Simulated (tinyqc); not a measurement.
# Programming of a floating-gate cell by Fowler-Nordheim tunnelling: effect of the coupling ratio

Per tunnel area the floating gate has Ctun = 3.9 eps0/tox to the channel (0 V) and Ccg to the control gate, Ct = Ctun/(1 - ag), no other coupling. With the threshold shift U = -Q/Ccg the field is F = ag (Vg - U)/tox, and dU/dt = J/Ccg. Fowler-Nordheim: J = A F^2 exp(-B/F), A = q^2/(16 pi^2 hbar mo phi) (times 1e14 for A/cm^2 with F in V/nm, emitter mass m0), B = (4/3) sqrt(mo/C) phi^1.5, C = hbar^2/(2 m0).

After 5e-5 s. Exact: exp(B/F(t)) = exp(B/F(0)) + K t, K = A B ag/(Ccg tox), and U = Vg - tox F/ag.

Inputs (values chosen for the exercise); oxide values close to those of silicon dioxide: tunnel barrier phi = 3.2 eV; tunnelling mass mo = 0.41 m0; tunnel oxide thickness tox = 8.8 nm; threshold shift at the start Vt0 = -0.8 V; control-gate voltage Vg = 16.9 V.

Constants: q = 1.602176634e-19 C, hbar = 1.054571817e-34 J s, m0 = 9.1093837015e-31 kg, eps0 = 8.8541878128e-14 F/cm where lengths are in cm, hbar^2/(2 m0) = 0.0380998212 eV nm^2. Results are converted to the units shown.

Results:
```
ag    F(0) (V/nm)  F (V/nm)  J (A/cm^2)    U (V)
0.42       0.8448    0.8447    1.122e-5  -0.7980
0.47       0.9453    0.9429    3.067e-4  -0.7543
0.52        1.046     1.020    0.002697  -0.3678
0.63        1.267     1.065    0.008259    2.021
0.68        1.368     1.073    0.009853    3.019
0.73        1.468     1.081     0.01191    3.872
0.78        1.569     1.090     0.01489    4.598
```

Estimate the missing row, ag = 0.57.

Computed row:
```
ag    F(0) (V/nm)  F (V/nm)  J (A/cm^2)   U (V)
0.57        1.146     1.053    0.006093  0.6484
```

With this row back in the table: The starting field rises from 0.845 to 1.57 V/nm and U rises from -0.798 to 4.60 V. Between the last two rows 0.01 of coupling is worth 145 mV. In 4 of the 8 rows the starting field exceeds 12 MV/cm, where the oxide would wear out or break down quickly.

Range of the model: Programming fields of 10 MV/cm and more wear the oxide; trapping and the channel potential are ignored.

tinyqc, about 0.02 s, one thread, Intel Xeon 2.30GHz (shared host): `OMP_NUM_THREADS=1 python tinyqc.py 2130158 2130159 out.jsonl`
